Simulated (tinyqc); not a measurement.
Schottky barrier on an n-type semiconductor, non-linear Poisson equation by Newton steps: one step of the calculation.

One dimension, metal at x = 0, donor density C(x) = Nd, uniform. Energies are counted from the electron Fermi level of the semiconductor and the conduction-band edge is Ec = -psi, so n = Nc exp(psi/Vt); holes follow the Fermi level of the metal, at -V, so p = Nv exp((V - psi - Eg)/Vt). Ends: psi(0) = V - phiB and psi = Vt ln(Nd/Nc) deep inside. Boltzmann statistics, full ionisation, no current, no image force in the Poisson equation.

Question. Converged densities, field and barrier lowering. n and p as above; E_i = -(psi_(i+1) - psi_i)/h_i; at the metal |E_0| = |E on interval 0| + q rho_0 (h_0/2)/(eps0 eps_r), rho_0 = p_0 - n_0 + C_0; image-force lowering dphi = sqrt(q |E_0|/(4 pi eps0 eps_r)).

Values chosen for this exercise; band and dielectric values close to those of gallium arsenide: temperature T = 250 K; band gap Eg = 1.42 eV; relative permittivity eps_r = 12.8; conduction-band density of states at T Nc = 3.32e17 cm^-3; valence-band density of states at T Nv = 6.88e18 cm^-3; bias of the metal against the semiconductor V = 0 V.

Constants: q = 1.602176634e-19 C, kB = 1.380649e-23 J/K, Vt = kB T/q, eps0 = 8.8541878128e-14 F/cm where lengths are in cm. Results are converted to the units shown.

```
node,x (nm),converged psi (V),donor density C (cm^-3)
0,0,-0.79000000,1.1e16
1,37,-0.62799744,1.1e16
2,81.1,-0.46271617,1.1e16
3,134,-0.30435075,1.1e16
4,197,-0.17252049,1.1e16
5,271,-0.09570606,1.1e16
6,361,-0.07628929,1.1e16
7,467,-0.07367383,1.1e16
8,595,-0.07342166,1.1e16
9,746,-0.07340330,1.1e16
```

Give: n; p; field E; |E_0| at the metal; image-force lowering.

Answer.

```
node,n (cm^-3),p (cm^-3)
0,39.395,1.3720e6
1,72655,743.91
2,1.5602e8,0.34641
3,2.4305e11,2.2238e-4
4,1.1048e14,4.8922e-7
5,3.9065e15,1.3836e-8
6,9.6209e15,5.6179e-9
7,1.0863e16,4.9756e-9
8,1.0991e16,4.9177e-9
9,1.1000e16,4.9135e-9
```

```
interval,field E (kV/cm)
0,-43.784
1,-37.479
2,-29.937
3,-20.925
4,-10.380
5,-2.157
6,-0.247
7,-0.020
8,-0.001
```

|E_0| at the metal = 46.661 kV/cm
image-force lowering = 22.911 mV

Program tinyqc, `OMP_NUM_THREADS=1 python tinyqc.py 2020134 2020135 out.jsonl`; Intel Xeon 2.30GHz, shared host, one thread, about 0.08 s.
